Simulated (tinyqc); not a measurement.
Schottky barrier with interface states (Cowley-Sze model), image lowering and contact resistance: one step, computed by the program tinyqc. Command: `OMP_NUM_THREADS=1 python tinyqc.py 3021146 3021147 out.jsonl pinning walk`. One thread of a shared host (Intel(R) Xeon(R) Processor @ 2.30GHz), about 0.01 s of CPU time with the checks.

An n-type semiconductor under a metal. The barrier lies between the Schottky-Mott limit phi_M - chi and the Bardeen limit E_g - E_n, E_n being the neutrality level of the interface states; the space-charge term of the full Cowley-Sze expression is left out.

Task: Pinning factor and barrier. S = 1/(1 + 0.1 (eps_opt - 1)^2), an empirical relation for metal-induced gap states. phi_B = S (phi_M - chi) + (1 - S)(E_g - E_n); the hole barrier is E_g - phi_B.

Inputs (values chosen for the exercise, with gap, mass and screening modelled on 4H-SiC):

| quantity | value | unit |
|---|---|---|
| gap E_g | 3.18 | eV |
| electron affinity chi | 3.82 | eV |
| metal work function phi_M | 4.48 | eV |
| neutrality level E_n above the valence band | 1.98 | eV |
| optical dielectric constant eps_opt | 6.4 | - |

Pinning factor from: Moench relation.

Give: pinning factor S; Schottky-Mott barrier; Bardeen barrier; barrier phi_B; hole barrier.

Result:

pinning factor S = 0.2554

Schottky-Mott barrier = 0.66 eV

Bardeen barrier = 1.2 eV

barrier phi_B = 1.062 eV

hole barrier = 2.118 eV

The contact is partly pinned.
